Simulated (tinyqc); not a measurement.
Saddle-point parameters from gate and bias data.

Inverse problem. In a saddle-point contact at zero temperature mu - V0 = al (Vg - Vp), riser n is centred where this equals wy (n + 1/2), its largest slope is dg/dmu = pi/(2 wx) (neighbouring modes neglected), and in bias spectroscopy neighbouring risers meet at q V = wy. Find al, Vp and wx.

gate voltages at the middle of the first and second risers (V): -1.0703101  -1.0509302
largest dg/dVg on a riser = 92.105785 1/V
bias at which two neighbouring risers meet = 2.5 mV

Solution. The bias gives wy, the gate spacing then gives al = wy/(Vg2 - Vg1), and the slope gives wx = al pi/(2 dg/dVg).

lever arm al = 0.129 eV/V
Vp = -1.08 V
wx = 2.20 meV

Computed by the program tinyqc: `OMP_NUM_THREADS=1 python tinyqc.py 2740022 2740023 out.jsonl`, one thread of a shared Intel Xeon 2.30GHz, about 0.03 s for the whole run.
